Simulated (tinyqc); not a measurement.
Slow cooling against a quench: self-consistent Fermi level with native defects, at growth and after a quench. Computed by tinyqc, a small Python program. Command: `OMP_NUM_THREADS=1 python tinyqc.py 3003075 3003076 out.jsonl scfermi walk`. One thread of a shared host (Intel(R) Xeon(R) Processor @ 2.30GHz), about 0.05 s of CPU time with the checks.

Energies are counted from the top of the valence band (VBM); when the gap shrinks with temperature the conduction band moves and the levels stay. D and A draw on one reservoir with opposite signs, as the two vacancies of a compound do.

Inputs (values chosen for the exercise, with bands modelled on ZnSe):

| quantity | value | unit |
|---|---|---|
| gap E_g at 300 K | 2.68 | eV |
| slope -dE_g/dT above 300 K | 0.00052 | eV/K |
| electron mass m_e | 0.146 | m_0 |
| valleys M_c | 1 | - |
| hole mass m_h | 0.728 | m_0 |
| E_f of the neutral native donor D | 1.869 | eV |
| E_f of the neutral native acceptor A | 1.902 | eV |
| shift s of the chemical potential | 0.09 | eV |
| site density N_s | 2e+22 | cm^-3 |
| growth temperature T_g | 1280 | K |
| temperature of use T | 400 | K |

Added shallow dopant: none.

levels of D above the VBM, most positive state first (eV): 1.46  1.7

levels of A above the VBM, (0/-1) first (eV): 0.405  0.983  1.28

Constants: m_0 = 9.1093837015e-31 kg; k_B = 1.380649e-23 J/K; h = 6.62607015e-34 J s; k_B = 8.617333262e-05 eV/K.

Method:
- E_f(D, 0) = input + s and E_f(A, 0) = input - s; E_f(q, E_F = 0) follows from the levels, eps(q/q-1) = E_f(q - 1) - E_f(q) at E_F = 0.
- E_g(T) = E_g - slope x max(0, T - 300 K).
- N_c = 2 M_c (2 pi m_e k_B T/h^2)^(3/2) and N_v = 2 (2 pi m_h k_B T/h^2)^(3/2), masses in units of m_0.
- At growth T = T_g.
- n = N_c F_1/2((E_F - E_g)/k_B T), p = N_v F_1/2(-E_F/k_B T).
- F_1/2(eta) = (2/sqrt(pi)) int_0^infinity sqrt(x)/(1 + exp(x - eta)) dx, by the trapezoid rule in t = sqrt(x) with step 0.02 up to t = 12 (for eta < -12 by exp(eta) - exp(2 eta)/2^(3/2)).
- In equilibrium c_q = N_s exp(-(E_f(q, 0) + q E_F)/k_B T).
- Net charge = p - n + sum q c_q; the log ratio is ln(positive charge/negative charge).
- E_F is the root of the log ratio, by 50 bisections between -0.5 eV and E_g + 0.5 eV.
- After a quench the totals of D and A stay as grown, and each is shared among its charge states with weights exp(-(E_f(q, 0) + q E_F)/k_B T).
- Each E_F by bisection; full equilibrium lets the defects form and vanish at every T.

E_f(q, E_F = 0) (eV): D(+2) -1.201, D(+1) 0.259, D(0) 1.959, A(0) 1.812, A(-1) 2.217, A(-2) 3.200, A(-3) 4.480

total D = 2.87416e+18 cm^-3

total A = 3.02240e+18 cm^-3

Two histories (densities in cm^-3):

| T (K) | E_F, equilibrium (eV) | n | p | all defects | E_F, frozen (eV) | n, frozen | p, frozen |
|---|---|---|---|---|---|---|---|
| 1100 | 1.0931 | 4.2468e+13 | 1.0736e+15 | 1.2836e+18 | 1.0939 | 4.2818e+13 | 1.0648e+15 |
| 930 | 1.0955 | 1.1804e+12 | 9.8400e+13 | 1.7888e+17 | 1.0956 | 1.1811e+12 | 9.8344e+13 |
| 750 | 1.0977 | 4.8170e+09 | 2.5913e+12 | 8.5392e+15 | 1.0934 | 4.5097e+09 | 2.7679e+12 |
| 580 | 1.0992 | 1.2724e+06 | 1.1778e+10 | 8.7671e+13 | 1.0837 | 9.3310e+05 | 1.6061e+10 |
| 400 | 1.1000 | 1.2079e-01 | 3.3136e+05 | 1.0405e+10 | 1.0588 | 3.6562e-02 | 1.0947e+06 |

What does the comparison show, and why?

At 400 K equilibrium would leave 1.04e10 defects per cm^3 against 5.90e18 frozen in, and E_F differs by -0.041 eV. Both histories end semi-insulating. Real samples lie between, set by the temperature at which diffusion stops.
